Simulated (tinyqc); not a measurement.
Length of a polyene: Hueckel, PPP and singles CI along the polyenes. Computed by the program tinyqc. Hueckel uses the same beta without repulsion; CIS keeps all single excitations and so misses the low, doubly excited 2Ag state. W is the valence ionisation energy of a centre, MN the Mataga-Nishimoto formula, f the oscillator strength.

All-trans chains of carbon centres 1.40 angstrom apart:
```
parameter                               value
beta (eV), times 1 +/- alternation  -2.360000
alternation                          0.050000
W (eV)                              11.160000
gamma_rr (eV)                        9.950000
repulsion formula                        Ohno
```

Gaps and excitations (eV):
```
centres  Hueckel gap  PPP orbital gap  bright singlet (CIS)      f  lowest triplet (CIS)
2              4.956           12.107                 6.355  0.545                 3.557
4              3.198            9.576                 4.963  1.031                 2.479
6              2.396            8.290                 4.147  1.455                 1.964
10             1.652            7.017                 3.254  2.172                 1.516
12             1.451            6.667                 2.989  2.483                 1.409
14             1.303            6.412                 2.791  2.775                 1.336
```

Estimate the missing row, centres = 8.

Computed row:
```
centres  Hueckel gap  PPP orbital gap  bright singlet (CIS)      f  lowest triplet (CIS)
8              1.943            7.521                 3.619  1.832                 1.684
```

The Hueckel gap tends to 4 x alternation x |beta| = 0.47 eV for long chains. Exchange opens the PPP orbital gap, and the attraction of electron and hole brings the bright state 3.62 eV below it at 14 centres; the triplet lies 1.46 eV lower still.
